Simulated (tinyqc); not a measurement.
Worked calculation: free and nearly free electrons in a metal. Values are carried at full precision from step to step, so a last printed digit may differ when a step is redone from the rounded ones.

The cubic cell holds 2 atoms: n = 2 z/a^3, kF = (3 pi^2 n)^(1/3), EF = c kF^2/m, vF = 2 c kF/(m hbar), c = hbar^2/2m0; rs = (3/(4 pi n))^(1/3)/a0; D(EF) = 3 n/(2 EF).

Constants: hbar^2/2m0 = 3.80998211 eV angstrom^2; hbar = 6.58211957e-16 eV s; a0 (Bohr radius) = 0.5291772105 angstrom; kB = 8.617333262e-05 eV/K.

Values chosen for the exercise (near those of K; the results hold for these values, not for the real material): a = 5.228 angstrom (bcc lattice constant); z = 1 (free electrons an atom); m = 1 m0 (mass); rho = 7.81 micro-ohm cm (bulk resistivity); T = 300 K; V = 0.35 eV (|V_G| for G = (110)); x = 0.76 (k along G as a share of |G|/2).

## The Fermi sphere

Evaluate the free-electron quantities.

n = 0.01400 1/angstrom^3
kF = 0.7456 1/angstrom
EF = 2.118 eV
vF = 8.631e+05 m/s
rs = 4.864
D(EF) per atom = 0.7083 1/eV

## Relaxation time and mean free path

Drude: 1/rho = n e^2 tau/(m m0) with e = 1.602176634e-19 C and m0 = 9.1093837e-31 kg; mean free path l = vF tau; rho l = hbar kF/(n e^2) = 12 pi^3 hbar/(e^2 S) with S = 4 pi kF^2 does not depend on tau or m.

Use SI units: n in 1/m^3 (1e30 per 1/angstrom^3), rho in ohm m (1e-8 per micro-ohm cm).

tau = 32.46 fs
l = 28.02 nm
rho l = 21.883 1e-16 ohm m^2

Wires lose conductivity to surfaces and grain boundaries, with an excess that scales as rho l over the width and is of the order of rho itself at a width of l = 28 nm.

## Thermal quantities

gamma = (pi^2/3) kB^2 D(EF) per atom, times 96485.33 x 1e3 for mJ/(mol K^2); mu(T) = EF (1 - (pi kB T/EF)^2/12); Wiedemann-Franz kappa = L0 T/rho with L0 = (pi^2/3) (kB/e)^2, kB/e in V/K.

gamma = 1.670 mJ/(mol K^2)
mu - EF = -0.2595 meV
kappa = 94 W/(m K)

## The sphere against the zone faces

Take G = (hkl) 2 pi/a for (110), (200) and (211), with the number of equivalent faces. The Bragg plane of G lies at |G|/2 with |G| = (2 pi/a) sqrt(h^2 + k^2 + l^2). Where kF exceeds it, the sphere cuts the plane in a circle of radius sqrt(kF^2 - G^2/4).

Distance and circle for each G:
```
G      faces  |G|/2 (1/angstrom)  kF/(|G|/2)  circle radius
(110)     12              0.8498      0.8773              -
(200)      6              1.2018      0.6204              -
(211)     24              1.4719      0.5065              -
```

The sphere stays inside the first zone; it reaches 0.877 of the way to the nearest faces.

## Two plane waves near the face

Two plane waves k and k - G, G = (110) (2 pi/a): H = [[c k^2/m, V], [V, c (k - G)^2/m]] with c = hbar^2/2m0.

Build H for k along G, diagonalise, and give the weight of the first wave in the lower state and its velocity along G relative to a free electron, (w k + (1 - w)(k - G))/k.

H (eV):
```
        1       2
1  1.5893  0.3500
2  0.3500  4.2308
```

levels (eV): 1.5437  4.2764

w = 0.9833
v/v_free = 0.9561

The splitting is 2.733 eV here and 2V = 0.7 eV on the face, where the normal velocity vanishes. There the lower band lies at 2.402 eV, above the free EF of 2.118 eV, so the Fermi surface does not reach the face.

## Checks

- Lower level against the closed form of the 2 x 2 problem (eV): both 1.5437.
- The product rho l against hbar kF/(n e^2) (1e-16 ohm m^2): both 21.88.

Run: tinyqc, `OMP_NUM_THREADS=1 python tinyqc.py 1650043 1650044 out.jsonl`; Intel(R) Xeon(R) Processor @ 2.30GHz, one thread, shared host; about 0.01 s of CPU time with all checks.
